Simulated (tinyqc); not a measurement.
What moves the results: periodic multilayer mirror for extreme ultraviolet light. A value that a table varies takes the place of the one given here.

s polarisation, vacuum above. q_j = sqrt(N_j^2 - sin^2 theta); interface r_jk = (q_j - q_k)/(q_j + q_k) exp(-2 (2 pi/lam)^2 q_j q_k sg^2) (Nevot-Croce; sg = 0 if not given); phase factor of a layer x_j = exp(4 pi i q_j d_j/lam). Each period has the spacer (thickness (1 - Gm) L) on top of the absorber (Gm L). In this recursion R is the amplitude; R in tables and results is the reflectance, its squared modulus. The substrate is of the spacer material. Starting with R = 0 in it, each interface upward gives R -> (r + R x)/(1 + r R x), x that of the layer below the interface (1 for the substrate).

Parameters, chosen for this exercise (optical constants near those of Mo and Si at 13.5 nm; the results hold for these values, not for the real material):
- lam = 13.5 nm (wavelength)
- dA = (0.075, 0.00679) (delta and beta of the absorber, N = 1 - delta + i beta)
- dS = (0.0008, 0.00173) (delta and beta of the spacer and the substrate)
- L = 6.9 nm (period)
- Gm = 0.31 (absorber share of the period)
- theta = 0 degrees (angle from the normal)
- sg = 0.5 nm (interface roughness)
- Np = 10 (periods)

## Number of periods

The last column sets both beta to zero.

Reflectance:
```
periods,R,R without absorption
5,0.066,0.073
10,0.211,0.255
15,0.362,0.465
20,0.482,0.647
30,0.617,0.866
40,0.668,0.954
50,0.685,0.984
60,0.690,0.995
80,0.693,0.999
100,0.693,1.000
```

R reaches 0.668 at 40 periods and 0.693 at 100; it stays within 0.01 of the last value from 50 periods on. Without absorption the last value is 1.000: absorption, not the count of layers, caps the mirror, and the roughness, which weakens each reflection, lowers that cap further.

## Wavelength

The optical constants are held fixed.

Reflectance:
```
lam (nm),R
12.9,0.122
13.0,0.149
13.1,0.172
13.2,0.190
13.3,0.203
13.4,0.210
13.5,0.211
13.6,0.207
13.7,0.197
13.8,0.183
13.9,0.164
14.0,0.143
14.1,0.120
14.2,0.096
14.3,0.073
```

The largest value listed is 0.211 at 13.5 nm, against lam_B = 2 L Re(mean q) = 13.472 nm. R exceeds half of that from 12.9 to 14.1 nm of the wavelengths listed, at least 8.8 % of the wavelength; a chain of ten mirrors narrows it, since R^10 falls to half where R has lost only 7 %.

## Absorber share

For each Gm the period is set so that lam_B = 2 L Re(mean q) equals lam - 0.09 nm.

Results:
```
Gm,L (nm),R
0.15,6.786,0.071
0.20,6.812,0.114
0.25,6.837,0.159
0.30,6.863,0.201
0.35,6.889,0.237
0.40,6.916,0.263
0.45,6.942,0.279
0.50,6.969,0.285
0.60,7.023,0.265
0.70,7.078,0.205
```

The largest value listed is 0.285 at 0.5. The contrast of a period goes as sin(pi Gm) and is largest at 0.5, while the loss grows with Gm; R is 0.285 at 0.5, 0.201 at 0.3 and 0.205 at 0.7. Here R at 0.7 exceeds R at 0.3: light gathers less phase in the absorber, whose index is lower, so the curve leans to the side above 0.5, and with few periods the loss does not outweigh this.

## Angle of incidence

Results:
```
theta (degrees),lam_B (nm),R
0,13.472,0.211
2,13.463,0.212
4,13.437,0.212
6,13.394,0.212
8,13.334,0.210
10,13.256,0.205
12,13.162,0.194
14,13.051,0.174
16,12.923,0.146
18,12.778,0.108
20,12.616,0.065
```

lam_B = 2 L Re(mean q) falls with the angle, from 13.472 to 12.616 nm; the largest value listed is 0.212 at 4 degrees. R stays above 90 % of that value at 0, 2, 4, 6, 8, 10 and 12 degrees, which bounds the cone of light that a mask or mirror with this period accepts.

## Tolerances

R of the mirror, and R^10 for a chain of ten such mirrors. Each row changes one parameter from the base and keeps the others.

Results:
```
case,R,R^10
base,0.2113,1.77e-07
L = 6.94 nm,0.2112,1.76e-07
Gm = 0.35,0.2376,5.73e-07
theta = 2 degrees,0.2116,1.80e-07
sg = 0.7 nm,0.1793,3.43e-08
"dA = (0.075, 0.00815)",0.2072,1.46e-07
lam = 13.55 nm,0.2098,1.65e-07
```

The largest shifts from the base row, up to three for each result and ties (the steps differ in size, so this ranks the rows, not the parameters). R: sg -0.0320, Gm +0.0263, dA -0.0041. R^10: Gm +3.96e-07, sg -1.43e-07, dA -3.17e-08.

Computed by tinyqc, a small Python program: `OMP_NUM_THREADS=1 python tinyqc.py 1681564 1681565 out.jsonl` (the numbers bound the seed that draws the inputs); one thread of a shared host (Intel(R) Xeon(R) Processor @ 2.30GHz), about 0.01 s for the whole set of steps.
